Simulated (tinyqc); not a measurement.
# From one set of inputs to another, one input at a time

Model: domain walls in a thin film with perpendicular anisotropy: Bloch, Neel and chiral walls, motion and stripe domains. Computed by tinyqc, a small Python program. Command: `OMP_NUM_THREADS=1 python tinyqc.py 3016315 3016316 out.jsonl mwall ladder`. One thread of a shared host (Intel(R) Xeon(R) Processor @ 2.30GHz), about 0.02 s of CPU time with the checks.

One-dimensional wall: polar angle theta(x), azimuth phi of the moment in the wall (phi = 0 Neel, 90 degrees Bloch). mu_0 = 1.25663706212e-6 T m/A, gamma = 1.76085963023e11 rad/(s T).

The inputs printed are set A. Inputs not listed in the table keep their values of set A, so the rows need not describe a real material.

Inputs (values chosen for the exercise, for a model film):

| quantity | value | unit |
|---|---|---|
| saturation magnetisation M_s | 824 | kA/m |
| exchange stiffness A | 19 | pJ/m |
| uniaxial anisotropy K_u | 901 | kJ/m^3 |
| DMI constant D | 0.06 | mJ/m^2 |
| thickness t | 1.7 | nm |
| damping alpha | 0.014 | - |
| current density J | 1.7 | 1e12 A/m^2 |
| spin Hall angle theta_SH | 0.085 | - |

Drive: spin-orbit torque.

Constants: hbar = 1.054571817e-34 J s; e = 1.602176634e-19 C.

Method:
- K_eff = K_u - mu_0 M_s^2/2; Delta = sqrt(A/K_eff); sigma_0 = 4 sqrt(A K_eff); profile theta = 2 arctan exp(x/Delta); quality factor Q = 2 K_u/(mu_0 M_s^2).
- sigma(phi) = sigma_0 + 2 Delta K_D cos^2(phi) - pi D cos(phi), with the wall shape anisotropy K_D = N_x mu_0 M_s^2/2, N_x = t ln 2/(pi Delta). The minimum has cos(phi) = D/D_N for D < D_N = 4 Delta K_D/pi and phi = 0 beyond; sigma turns negative at D_c = (sigma_0 + 2 Delta K_D)/pi.
- Spin-orbit drive: B_SL = hbar theta_SH J/(2 e M_s t) acts as the field (pi/2) B_SL cos(phi). Steady state: v = (gamma Delta/alpha)(pi/2) B_SL cos(phi) = gamma Delta [B_D sin(phi) - (B_K/2) sin(2 phi)], B_K = 2 K_D/M_s, B_D = pi D/(2 M_s Delta); the root with phi between its rest value and 90 degrees; v saturates at v_D = gamma Delta B_D.

Each row keeps all changes above it:

| input moved | from | to | D_N (mJ/m^2) | velocity (m/s) | saturation velocity v_D (m/s) |
|---|---|---|---|---|---|
| set A | - | - | 0.20374 | 19.82 | 20.14 |
| DMI constant D (mJ/m^2) | 0.06 | 1.1 | 0.20374 | 362.08 | 369.24 |
| saturation magnetisation M_s (kA/m) | 824 | 626 | 0.11759 | 478.37 | 486.03 |
| uniaxial anisotropy K_u (kJ/m^3) | 901 | 698 | 0.11759 | 479.98 | 486.03 |
| current density J (1e12 A/m^2) | 1.7 | 0.094 | 0.11759 | 257.72 | 486.03 |
| spin Hall angle theta_SH | 0.085 | 0.22 | 0.11759 | 401.49 | 486.03 |
| thickness t (nm) | 1.7 | 0.61 | 0.04219 | 471.78 | 486.03 |
| damping alpha | 0.014 | 0.011 | 0.04219 | 476.44 | 486.03 |

D_N goes from 0.204 to 0.0422, a factor 0.207 in all. The largest single move comes from thickness t (a factor 0.359). Velocity goes from 19.8 to 476, a factor 24.0 in all. The largest single move comes from DMI constant D (a factor 18.3), and current density J works against it (a factor 0.537). Saturation velocity v_D goes from 20.1 to 486, a factor 24.1 in all. The largest single move comes from DMI constant D (a factor 18.3). The single moves hold for this order of the switches; the total does not depend on the order.

Caution (all rows): pinning, heating and tilting of the wall are left out.

Extremes, crossings and ranges named in words are read from the listed rows.
